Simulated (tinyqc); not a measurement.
Resonant-tunnelling diode, transfer matrices and Tsu-Esaki current: one step of the calculation.

Emitter (band edge 0), barrier d1, well Lw, barrier d2, collector (edge -V). The bias drops linearly over these layers and none in the contacts; each layer is cut into ns equal slices, flat at the value of their centres. E is the energy of motion across the layers, C = hbar^2/(2 m0), psi and psi'/m are continuous. Transport is coherent, T(E) is taken as independent of the transverse momentum, and charge in the well is ignored.

Task. Running product of the slice matrices at the trial energy. For the pair (psi, psi'/m) a flat layer has M = [[cos kd, (m/k) sin kd], [-(k/m) sin kd, cos kd]] with k = sqrt(m (E - U)/C) above its edge U, and M = [[cosh Kd, (m/K) sinh Kd], [(K/m) sinh Kd, cosh Kd]] with K = sqrt(m (U - E)/C) below it. Later slices stand to the left. With M acting on (psi, psi'/m) and v = k/m in each lead, T(E) = 4 vL vR/[(vL vR M12 - M21)^2 + (vR M11 + vL M22)^2]. vL = sqrt(mw E/C)/mw, vR = sqrt(mw (E + V)/C)/mw.

Values chosen for this exercise; masses and offsets close to those of GaAs wells and AlGaAs barriers:
- mw = 0.069 m0 (mass in the well, spacer and contacts)
- ns = 2 (slices in each layer)
- V = 0.053 V (bias of the collector)
- E = 0.0099 eV (trial energy)

Constants: q = 1.602176634e-19 C, hbar = 1.054571817e-34 J s, m0 = 9.1093837015e-31 kg, hbar^2/(2 m0) = 0.0380998212 eV nm^2. Results are converted to the units shown.

| slice | U (eV) | m (m0) | width (nm) |
|---|---|---|---|
| 0 | 0.24760129 | 0.092 | 1.05 |
| 1 | 0.24280388 | 0.092 | 1.05 |
| 2 | -0.01804741 | 0.069 | 3.7 |
| 3 | -0.03495259 | 0.069 | 3.7 |
| 4 | 0.20419612 | 0.092 | 1.05 |
| 5 | 0.19939871 | 0.092 | 1.05 |

Give: Product after each layer; T(E).

Result.

Product after each layer:

|  | M11 | M12 (nm) | M21 (1/nm) | M22 |
|---|---|---|---|---|
| barrier d1 | 2.5451 | 0.28462 | 19.106 | 2.5295 |
| well | 4.4004 | 0.59176 | -18.403 | -2.2475 |
| barrier d2 | 4.8533 | 0.71312 | 23.600 | 3.6738 |

T(E) = 0.030715

tinyqc, about 0.2 s, one thread, Intel Xeon 2.30GHz (shared host): `OMP_NUM_THREADS=1 python tinyqc.py 2600129 2600130 out.jsonl`
